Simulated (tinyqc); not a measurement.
# Zener tunnelling in a reverse-biased junction, two-band WKB: effects of single changes

Abrupt p-n junction, depletion approximation. Energies E are counted from the conduction-band edge of the neutral n side; its Fermi level lies at dn, that of the p side at dn - V, and the valence-band edge of the neutral p side at Em = dn + dp - V. Tunnelling needs 0 < E < Em. Two-band dispersion with equal masses m: inside the gap kappa = sqrt(m u (1 - u/Eg)/C), u the distance from a band edge, C = hbar^2/(2 m0).

Parameters, values chosen for the exercise; band and dielectric values close to those of In0.53Ga0.47As:
```
symbol    value   unit                                     meaning
T           350      K                                 temperature
Eg        0.752     eV                                    band gap
eps_r      13.9                              relative permittivity
Nc      2.67e17  cm^-3  conduction-band density of states at 350 K
Nv       9.8e18  cm^-3     valence-band density of states at 350 K
m         0.045     m0        band-edge mass of the two-band model
Na         4e19  cm^-3                            acceptor density
Nd       8.5e18  cm^-3                               donor density
V          -1.6      V                          bias of the p side
```

Constants: q = 1.602176634e-19 C, kB = 1.380649e-23 J/K, hbar = 1.054571817e-34 J s, h = 6.62607015e-34 J s, m0 = 9.1093837015e-31 kg, Vt = kB T/q, eps0 = 8.8541878128e-14 F/cm where lengths are in cm, hbar^2/(2 m0) = 0.0380998212 eV nm^2. Results are converted to the units shown.

Each table varies one quantity; the others keep the values above.

## Exponent along the true band profile

Nd = Nc F12(dn/Vt), Na = Nv F12(dp/Vt), F12(x) = (2/sqrt(pi)) int_0^infinity sqrt(u)/(1 + exp(u - x)) du; dn = EF - Ec on the n side, dp = Ev - EF on the p side (negative outside the bands); Vbi = Eg + dn + dp. W = sqrt(2 eps0 eps_r (Vbi - V)(1/Na + 1/Nd)/q), mean field F = (Vbi - V)/W, peak field 2 F. In a uniform field F the exponent is S = pi sqrt(m/C) Eg^1.5/(4 F). Transverse energy Et = C kt^2/m raises it to S (1 + 4 Et/Eg), so T = exp(-S) exp(-Et/Eb) with Eb = Eg/(4 S). KJ = (2 q^2/h) m/(4 pi C) (times 1e14 for A/cm^2 per eV^2). Along the true parabolic profile the field at the point where the conduction edge stands at e = E + u is sqrt(2 q Nd e/(eps0 eps_r)) for e < a D and sqrt(2 q Na (D - e)/(eps0 eps_r)) above, D = Vbi - V, a = Na/(Na + Nd); S(E) = 2 int_0^Eg kappa(u) du/field.

Exponent along the true band profile:
```
E (eV)	S(E)	S(E)/S of the mean field
0.123	5.664	1.150
0.348	4.521	0.9181
0.573	3.901	0.7922
0.799	3.486	0.7079
1.024	3.184	0.6466
1.249	2.950	0.5991
1.475	2.761	0.5607
1.7	2.631	0.5343
1.925	2.819	0.5725
```

Read the table: what changes, and by how much?

S(E) goes from 5.66 through a minimum of 2.63 (at E = 1.7 eV among the rows listed) to 2.82. The mean field gives S = 4.92 and the peak field 2.46; the smallest S(E) is 0.53 of the mean-field value, so the mean field understates the best transmission by a factor of 9.91.

## Effect of the doping Nd

J = KJ exp(-S) Eb times the integral from 0 to Em of [f(E - dn) - f(E - dn + V)] [1 - exp(-min(E, Em - E)/Eb)] dE, f(x) = 1/(1 + exp(x/Vt)), with S and Eb from the mean field; J > 0 flows from p to n.

Results:
```
Nd (cm^-3)	Vbi (V)	mean field (MV/cm)	S	J (A/cm^2)
2.7e18	1.002	0.6544	8.505	-5196
3.8e18	1.046	0.7731	7.199	-2.264e4
5.4e18	1.104	0.9150	6.083	-8.175e4
7.7e18	1.176	1.080	5.153	-2.444e5
1.1e19	1.269	1.269	4.385	-6.176e5
2.2e19	1.525	1.699	3.276	-2.495e6
```

Estimate the missing row, Nd = 1.6e19 cm^-3.

Computed row:
```
Nd (cm^-3)	Vbi (V)	mean field (MV/cm)	S	J (A/cm^2)
1.6e19	1.393	1.492	3.731	-1.394e6
```

With this row back in the table: The mean field rises from 0.654 to 1.70 MV/cm, as Nd^(0.45), S falls from 8.51 to 3.28, and |J| rises from 5200 to 2.49e6 A/cm^2: 2.68 decades, of which exp(-S) accounts for 2.27. Where S is below about 4, a WKB prefactor of 1 is a rough guess.

Range of the model: Parabolic densities of states, no band tails and no gap narrowing, all of which matter at such doping.

Computed by the program tinyqc: `OMP_NUM_THREADS=1 python tinyqc.py 2620161 2620162 out.jsonl`, one thread of a shared Intel Xeon 2.30GHz, about 0.01 s for the whole run.
